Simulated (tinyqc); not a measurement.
Resistance of a source-drain extension with a graded tip: two steps of the calculation.

y runs along the channel, the gate covers y > 0. The doping is N0 for y < y0 and N0 10^(-(y - y0)/la) beyond, uniform over the depth xj. Sheet conductance s(y) = q mu(N) max(N - Nch, 0) xj + (for y > 0) ma Cox Vo, with mu(N) = u0 + (u1 - u0)/(1 + (N/Nr)^au) and Cox = eps0 eox/tox. Current is taken as one-dimensional; depletion of the tip, spreading and the contact are left out. The metallurgical junction lies at yj, where N = Nch.

Values chosen for this exercise; mobility law close to that of holes in silicon: relative permittivity of the gate insulator (close to silicon dioxide) eox = 3.9; insulator thickness tox = 2.6 nm; active doping of the extension far from the gate N0 = 1.2e20 cm^-3; lateral abruptness la = 5.8 nm/decade; position under the gate where the fall begins (gate edge at 0) y0 = -0.1 nm; depth of the extension xj = 16 nm; channel doping Nch = 5.3e17 cm^-3; gate overdrive Vo = 0.61 V; mobility of the gate-induced layer ma = 35 cm^2/(V s); mobility at low doping u1 = 470.5 cm^2/(V s); mobility at high doping u0 = 44.9 cm^2/(V s); reference doping Nr = 2.23e17 cm^-3; exponent au = 0.719; gate length Lg = 60 nm.

Constants: q = 1.602176634e-19 C, eps0 = 8.8541878128e-14 F/cm where lengths are in cm. Results are converted to the units shown.

Question 1. Sheet resistances and junction position. yj = y0 + la log10(N0/Nch); sheet resistance of the full extension 1/[q mu(N0)(N0 - Nch) xj] and of the gate-induced layer 1/(ma Cox Vo); metallurgical length Lg - 2 yj; ye is where the doped and the gate-induced conductances are equal.

Wanted: yj; sheet resistance of the extension; sheet resistance of the induced layer; metallurgical length; ye; N at ye.

Answer 1.

yj = 13.56 nm
sheet resistance of the extension = 659.9 ohm/square
sheet resistance of the induced layer = 3.527e4 ohm/square
metallurgical length = 32.88 nm
ye = 11.23 nm
N at ye = 1.338e18 cm^-3

The gate takes over 2.33 nm before the junction, where N is still 2.52 times the channel doping.

Question 2. Resistance of the overlapped part. Midpoint rule on 9 equal steps from 0 to yj: R_ov = sum h/s(y), per width.

Find: y; N; doped conductance; sheet resistance; R_ov.

Answer 2.

y, point 0 to 8 (nm): [0.7532, 2.260, 3.766, 5.273, 6.779, 8.286, 9.792, 11.30, 12.81]
N, point 0 to 8 (cm^-3): [8.552e19, 4.703e19, 2.586e19, 1.422e19, 7.818e18, 4.299e18, 2.364e18, 1.300e18, 7.147e17]
doped conductance, point 0 to 8 (uS): [1105, 641.1, 379.3, 229.2, 141.1, 87.16, 52.08, 27.31, 8.215]
sheet resistance, point 0 to 8 (ohm/square): [882.2, 1494, 2453, 3882, 5902, 8657, 1.243e4, 1.796e4, 2.734e4]
R_ov = 122.0 ohm um

Numbers from tinyqc (`OMP_NUM_THREADS=1 python tinyqc.py 2282296 2282297 out.jsonl`; about 0.04 s on one thread of a shared Intel Xeon 2.30GHz).
